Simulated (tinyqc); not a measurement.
From results back to parameters: defect, radiative and Auger recombination at equal electron and hole densities (ABC model). Four cases, with inputs chosen for the exercise.

Problem. The peak efficiency, the current at the peak and the differential lifetime there, tau_p = 1/(Ae + 2 B n_p + 3 C n_p^2), are given; Ae, B and C are hidden. n_p = sqrt(Ae/C), Q = B/sqrt(Ae C), IQE_max = Q/(Q + 2).

J/(e d) = Ae n + B n^2 + C n^3 with Ae = A + 4 S/w (four side walls, carriers spread evenly), e = 1.602176634e-19 C, lengths in cm; internal efficiency IQE = B n^2/(Ae n + B n^2 + C n^3); all injected carriers recombine in the layer.

Case 1.

Values chosen (out of a larger set: orders of magnitude like those quoted for InGaAs; not measured data): d = 78 nm (active thickness).

IQE_max = 0.669973
J at the peak = 184.710 A/cm^2
tau_p = 2.84506 ns

Case 2.

Values chosen (out of a larger set: orders of magnitude like those quoted for GaAs; not measured data): d = 65 nm (active thickness).

IQE_max = 0.887143
J at the peak = 4221.72 A/cm^2
tau_p = 0.523021 ns

Case 3.

Values chosen (out of a larger set: orders of magnitude like those quoted for InP; not measured data): d = 100 nm (active thickness).

IQE_max = 0.981211
J at the peak = 855.023 A/cm^2
tau_p = 1.95716 ns

Case 4.

Values chosen (out of a larger set: orders of magnitude like those quoted for GaAs; not measured data): d = 83 nm (active thickness).

IQE_max = 0.966900
J at the peak = 183.377 A/cm^2
tau_p = 3.30996 ns

Find: Q; Ae; n_p; B; C.

Solution. Q = 2 IQE/(1 - IQE). At the peak B n = Q Ae and C n^2 = Ae, so 1/tau_p = Ae (4 + 2Q) and J = e d Ae n_p (2 + Q); B and C follow.

Case 1.

Q = 4.06
Ae = 2.90e+07 1/s
n_p = 8.41e+17 1/cm^3
B = 1.4e-10 cm^3/s
C = 4.1e-29 cm^6/s

Case 2.

Q = 15.7
Ae = 5.39e+07 1/s
n_p = 4.24e+18 1/cm^3
B = 2.0e-10 cm^3/s
C = 3.0e-30 cm^6/s

Case 3.

Q = 104
Ae = 2.40e+06 1/s
n_p = 2.09e+18 1/cm^3
B = 1.2e-10 cm^3/s
C = 5.5e-31 cm^6/s

Case 4.

Q = 58.4
Ae = 2.50e+06 1/s
n_p = 9.13e+17 1/cm^3
B = 1.6e-10 cm^3/s
C = 3.0e-30 cm^6/s

Computed by tinyqc, one run a case: `OMP_NUM_THREADS=1 python tinyqc.py N N+1 out.jsonl` with N = 1682123, 1682185, 1682283, 1682326; one thread of a shared Intel(R) Xeon(R) Processor @ 2.30GHz, about 0.01 s a run at most.
